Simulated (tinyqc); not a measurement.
# MOS structure on a p-type body, non-linear Poisson equation by Newton steps: charge and capacitance against gate voltage

One dimension, insulator interface at x = 0, acceptor density Na, uniform, net doping C = -(acceptor density). psi is counted from the intrinsic level: n = ni exp((psi - Vb)/Vt), p = ni exp(-psi/Vt); deep in the body psi_b = -Vt ln(Na/ni). The gate acts through Cox = eps0 eox/tox and has the potential psi_G = Vg - (phiM - chi - Vt ln(Nc/ni)). Boltzmann statistics, full ionisation, classical densities, no oxide or interface charge.

ni = sqrt(Nc Nv) exp(-Eg/(2 Vt)), Eg in volts. The Poisson equation d/dx(eps0 eps_r dpsi/dx) = -q (p - n + C), with eps0 eps_r dpsi/dx = -Cox (psi_G - psi_0) at x = 0, is solved on a mesh of about 600 nodes or more. N_inv is the integral of n less its value deep in the body. C_LF = Cox (1 - dpsi_0/dVg) with all carriers following; C_HF is the same with the electron quasi-Fermi level shifting uniformly so that N_inv stays fixed. The centroid is that of the same excess.

Parameters, values chosen for the exercise; band and dielectric values close to those of silicon: temperature T = 250 K; band gap Eg = 1.11 eV; relative permittivity eps_r = 11.5; conduction-band density of states at T Nc = 2.13e19 cm^-3; valence-band density of states at T Nv = 2.05e19 cm^-3; electron affinity chi = 3.97 eV; acceptor density deep in the body Na = 3.3e16 cm^-3; relative permittivity of the gate insulator (close to silicon dioxide) eox = 3.9; insulator thickness tox = 1.9 nm; gate work function phiM = 4.2 eV; electron quasi-Fermi potential against the body Vb = 0 V.

Constants: q = 1.602176634e-19 C, kB = 1.380649e-23 J/K, Vt = kB T/q, eps0 = 8.8541878128e-14 F/cm where lengths are in cm. Results are converted to the units shown.

Results:

| Vg (V) | psi_0 - psi_b (V) | N_inv (cm^-2) | C_LF/Cox | C_HF/Cox | centroid (nm) |
|---|---|---|---|---|---|
| -0.07 | 0.627 | 6.72e5 | 0.0354 | 0.0354 | 2.82 |
| 0.08 | 0.772 | 5.02e8 | 0.0338 | 0.0319 | 2.52 |
| 0.23 | 0.903 | 1.74e11 | 0.394 | 0.0297 | 2.16 |
| 0.38 | 0.958 | 1.24e12 | 0.772 | 0.0295 | 1.56 |
| 0.53 | 0.984 | 2.65e12 | 0.865 | 0.0295 | 1.20 |
| 0.83 | 1.01 | 5.72e12 | 0.928 | 0.0295 | 0.834 |
| 0.98 | 1.02 | 7.31e12 | 0.942 | 0.0296 | 0.730 |

Estimate the missing row, Vg = 0.68 V.

Computed row:

| Vg (V) | psi_0 - psi_b (V) | N_inv (cm^-2) | C_LF/Cox | C_HF/Cox | centroid (nm) |
|---|---|---|---|---|---|
| 0.68 | 1.00 | 4.16e12 | 0.906 | 0.0295 | 0.980 |

With this row back in the table: N_inv goes from 6.72e5 to 7.31e12 cm^-2 and passes 2e11 cm^-2 at Vg = 0.236 V. Below threshold it takes 52.2 mV a decade between Vg = -0.07 and 0.08 V, against Vt ln 10 = 49.6 mV. C_LF/Cox is lowest, 0.0338, at Vg = 0.08 V among the rows listed and ends at 0.942, while C_HF/Cox ends at 0.0296. Between the last two rows q dN_inv/dVg is 0.935 Cox. Where the classical centroid is under about 2 nm, confinement would move the charge away from the interface and raise the threshold. Above about 2e12 cm^-2 degeneracy matters too.

Program tinyqc, `OMP_NUM_THREADS=1 python tinyqc.py 2080010 2080011 out.jsonl`; Intel Xeon 2.30GHz, shared host, one thread, about 0.3 s.
